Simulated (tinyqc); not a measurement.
Worked calculation: lattice vibrations of a chain. One step of it, computed by the program tinyqc.

Task: Frequencies. omega^2 are the eigenvalues; wavenumber = 521.4708 sqrt(eigenvalue) 1/cm.

D(q) (eV/(angstrom^2 u)):
$$\begin{pmatrix}
0.754491 & -0.378871 & 0.184106+0.059820i \\
-0.378871 & 0.359838 & -0.038955 \\
0.184106-0.059820i & -0.038955 & 0.158992
\end{pmatrix}$$

Give: eigenvalues; wavenumbers; weights |e|^2 of the mass-weighted modes.

Result:

eigenvalues: [0.056, 0.193, 1.024]

wavenumbers (1/cm): [123.9, 229.0, 527.7]

weights |e|^2 of the mass-weighted modes, order atom 1, atom 2, atom 3:
$$\begin{pmatrix}
0.224 & 0.063 & 0.712 \\
0.258 & 0.498 & 0.243 \\
0.517 & 0.439 & 0.044
\end{pmatrix}$$
